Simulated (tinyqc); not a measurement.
# Esaki diode in forward bias, two-band WKB: what changes with what

Abrupt p-n junction, depletion approximation. Energies E are counted from the conduction-band edge of the neutral n side; its Fermi level lies at dn, that of the p side at dn - V, and the valence-band edge of the neutral p side at Em = dn + dp - V. Tunnelling needs 0 < E < Em. Two-band dispersion with equal masses m: inside the gap kappa = sqrt(m u (1 - u/Eg)/C), u the distance from a band edge, C = hbar^2/(2 m0).

Parameters, values chosen for the exercise; band and dielectric values close to those of In0.53Ga0.47As: temperature T = 200 K; band gap Eg = 0.742 eV; relative permittivity eps_r = 13.7; conduction-band density of states at 200 K Nc = 1.14e17 cm^-3; valence-band density of states at 200 K Nv = 4.24e18 cm^-3; band-edge mass of the two-band model m = 0.039 m0; acceptor density Na = 2e19 cm^-3; donor density Nd = 1.2e19 cm^-3; bias of the p side V = 0.084 V.

Constants: q = 1.602176634e-19 C, kB = 1.380649e-23 J/K, hbar = 1.054571817e-34 J s, h = 6.62607015e-34 J s, m0 = 9.1093837015e-31 kg, Vt = kB T/q, eps0 = 8.8541878128e-14 F/cm where lengths are in cm, hbar^2/(2 m0) = 0.0380998212 eV nm^2. Results are converted to the units shown.

Each table varies one quantity; the others keep the values above.

## Exponent along the true band profile

Nd = Nc F12(dn/Vt), Na = Nv F12(dp/Vt), F12(x) = (2/sqrt(pi)) int_0^infinity sqrt(u)/(1 + exp(u - x)) du; dn = EF - Ec on the n side, dp = Ev - EF on the p side (negative outside the bands); Vbi = Eg + dn + dp. W = sqrt(2 eps0 eps_r (Vbi - V)(1/Na + 1/Nd)/q), mean field F = (Vbi - V)/W, peak field 2 F. In a uniform field F the exponent is S = pi sqrt(m/C) Eg^1.5/(4 F). Transverse energy Et = C kt^2/m raises it to S (1 + 4 Et/Eg), so T = exp(-S) exp(-Et/Eb) with Eb = Eg/(4 S). KJ = (2 q^2/h) m/(4 pi C) (times 1e14 for A/cm^2 per eV^2). Along the true parabolic profile the field at the point where the conduction edge stands at e = E + u is sqrt(2 q Nd e/(eps0 eps_r)) for e < a D and sqrt(2 q Na (D - e)/(eps0 eps_r)) above, D = Vbi - V, a = Na/(Na + Nd); S(E) = 2 int_0^Eg kappa(u) du/field.

Result of one run:
```
E (eV)	S(E)	S(E)/S of the mean field
0.169	4.181	0.6282
```

What becomes of these results when the energy E is changed from 0.169 to 0.026 eV, all else the same?

Result of the changed run:
```
E (eV)	S(E)	S(E)/S of the mean field
0.026	5.150	0.7739
```

The whole series:
```
E (eV)	S(E)	S(E)/S of the mean field
0.026	5.150	0.7739
0.074	4.684	0.7038
0.121	4.388	0.6593
0.169	4.181	0.6282
0.217	4.049	0.6084
0.265	3.985	0.5988
0.312	3.993	0.5999
0.36	4.088	0.6143
0.408	4.326	0.6500
```

S(E) goes from 5.15 through a minimum of 3.99 (at E = 0.265 eV among the rows listed) to 4.33. The mean field gives S = 6.66 and the peak field 3.33; the smallest S(E) is 0.60 of the mean-field value, so the mean field understates the best transmission by a factor of 14.4.

## Effect of the doping Nd

J = KJ exp(-S) Eb times the integral from 0 to Em of [f(E - dn) - f(E - dn + V)] [1 - exp(-min(E, Em - E)/Eb)] dE, f(x) = 1/(1 + exp(x/Vt)), with S and Eb from the mean field; J > 0 flows from p to n.

Effect of the doping Nd:
```
Nd (cm^-3)	Vbi (V)	mean field (MV/cm)	S	J (A/cm^2)
7.2e18	1.126	0.6034	8.416	108.5
8.7e18	1.170	0.6594	7.702	234.1
1e19	1.207	0.7030	7.224	392.1
1.3e19	1.285	0.7906	6.424	933.0
1.5e19	1.334	0.8413	6.037	1421
1.8e19	1.404	0.9088	5.589	2316
2.2e19	1.491	0.9867	5.147	3751
2.6e19	1.573	1.054	4.817	5387
```

Read the table: what changes, and by how much?

The mean field rises from 0.603 to 1.05 MV/cm, as Nd^(0.43), S falls from 8.42 to 4.82, and |J| rises from 109 to 5390 A/cm^2: 1.70 decades, of which exp(-S) accounts for 1.56.

Range of the model: Parabolic densities of states, no band tails and no gap narrowing, all of which matter at such doping.

Numbers from tinyqc (`OMP_NUM_THREADS=1 python tinyqc.py 2620154 2620155 out.jsonl`; about 0.01 s on one thread of a shared Intel Xeon 2.30GHz).
